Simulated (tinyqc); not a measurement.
Resistance of a tapered via with liner, size effect and interface: one step of the calculation.

A round via whose diameter grows from db at the bottom as D(z) = db + 2 z/tan(ang). The fill, of diameter D - 2 tl, starts above the bottom liner (thickness fb tl) and has rho = rho0 (1 + ks lam/(D - 2 tl)); the sidewall liner conducts in parallel with it. The bottom liner and the interface are crossed over the full area pi db^2/4. Spreading in the lines above and below is left out.

Question. Total resistance. R_fill = sum of the slices; R_bottom = rl fb tl/(pi db^2/4); R_interface = ri/(pi db^2/4); ballistic (Sharvin) limit 1/(Sb pi (db - 2 tl)^2/4); ideal cylinder rho0 hv/(pi db^2/4).

Values chosen for this exercise; fill metal close to tungsten:
- db = 51 nm (diameter at the bottom)
- hv = 140 nm (height)
- rho0 = 5.43 uohm cm (bulk resistivity of the fill)
- tl = 3.7 nm (liner on the sidewall)
- fb = 1 (liner at the bottom over that on the sidewall)
- rl = 360 uohm cm (resistivity of the liner)
- ri = 3.1e-12 ohm cm^2 (interface resistivity at the bottom)
- Sb = 9.1e14 S/m^2 (ballistic conductance per area, about 3/(4 rho0 lam))

```
slice,slice resistance (ohm)
0,0.87389242
1,0.74348667
2,0.63993509
3,0.55639573
4,0.48806205
5,0.43148058
6,0.38412025
```

Wanted: parts; R; shares; ballistic limit; ideal cylinder.

Answer.

parts (ohm): fill 4.117, bottom liner 6.520, interface 0.1518
R = 10.79 ohm
shares (%): fill 38.16, bottom liner 60.43, interface 1.41
ballistic limit = 0.7360 ohm
ideal cylinder = 3.721 ohm

The bottom liner is the largest part, and R is 2.90 times the ideal cylinder. With 2000 slices R = 10.795 ohm.

Computed by the program tinyqc: `OMP_NUM_THREADS=1 python tinyqc.py 2750045 2750046 out.jsonl`, one thread of a shared Intel Xeon 2.30GHz, about 0.01 s for the whole run.
